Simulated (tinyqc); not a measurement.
## Tunnelling through a gate dielectric, WKB transmission and Tsu-Esaki current: a Fowler-Nordheim plot

Electrons leave the emitter at x = 0. Energies E (motion across the layers) are in eV from the emitter Fermi level; the collector Fermi level lies at -V and offers states at every E. No charge in the dielectric and no image force: F1 = V/t1, U = phi1 - F1 x. With C = hbar^2/(2 m0), kappa = sqrt(m (U - E)/C) where U > E and 0 elsewhere; T(E) = exp(-S), S = 2 times the integral of kappa over x.

The thickness is set to t1 = 3 nm and V = F t1. Each layer adds (2/F) sqrt(m/C) [G(u at its left edge) - G(u at its right edge)] to S, with u = U - E (0 where negative) and G(u) = (2/3) u^1.5. J = J0 times the integral of T(E) N(E) dE, N = ln[(1 + exp(-E/Vt))/(1 + exp((-E - V)/Vt))], J0 = q^2 me m0 kB T/(2 pi^2 hbar^3) (times 1e-4 for A/cm^2 per eV), from E = -Ef to far above the barrier (T = 1 there), by quadrature converged to the digits shown. The closed formula is J = A F^2 exp(-B/F), A = q^2 me/(16 pi^2 hbar m1 phi1) (A/V^2 with phi1 in volts), B = (4/3) sqrt(m1/C) phi1^1.5 (V/nm), C = hbar^2/(2 m0); it assumes zero temperature, a deep Fermi sea and S linear in E.

Values chosen for this exercise; dielectric values close to those of zirconium oxide: temperature T = 400 K; Fermi energy of the emitter above its band bottom Ef = 2.3 eV; emitter mass in the supply function me = 0.55 m0; barrier of layer 1 above the emitter Fermi level at zero bias phi1 = 1.37 eV; tunnelling mass of layer 1 m1 = 0.25 m0.

Constants: q = 1.602176634e-19 C, kB = 1.380649e-23 J/K, hbar = 1.054571817e-34 J s, m0 = 9.1093837015e-31 kg, Vt = kB T/q, hbar^2/(2 m0) = 0.0380998212 eV nm^2. Results are converted to the units shown.

A Fowler-Nordheim plot:

| F (V/nm) | J (A/cm^2) | J by the formula (A/cm^2) | ln(J/F^2), F in V/cm |
|---|---|---|---|
| 0.6 | 1.112e4 | 9676 | -21.90 |
| 0.71 | 5.856e4 | 5.573e4 | -20.57 |
| 0.83 | 2.304e5 | 2.323e5 | -19.52 |
| 0.94 | 6.153e5 | 6.449e5 | -18.78 |
| 1.06 | 1.464e6 | 1.586e6 | -18.16 |
| 1.17 | 2.826e6 | 3.141e6 | -17.70 |
| 1.29 | 5.185e6 | 5.902e6 | -17.28 |
| 1.4 | 8.363e6 | 9.703e6 | -16.97 |

The slope of ln(J/F^2) against 1/F between the end rows is -5.175 V/nm, against B = 5.477 V/nm; read as B it gives phi1 = 1.32 eV. The integrated current is 15 % above the formula in the first row and 14 % below it in the last. In 4 of the 8 rows the field exceeds 10 MV/cm (up to 14.0), more than most dielectrics sustain; the model ignores breakdown. In 5 of the 8 rows S is below 6, where a WKB prefactor of 1 is a rough guess.

Computed by the program tinyqc: `OMP_NUM_THREADS=1 python tinyqc.py 2540101 2540102 out.jsonl`, one thread of a shared Intel Xeon 2.30GHz, about 0.05 s for the whole run.
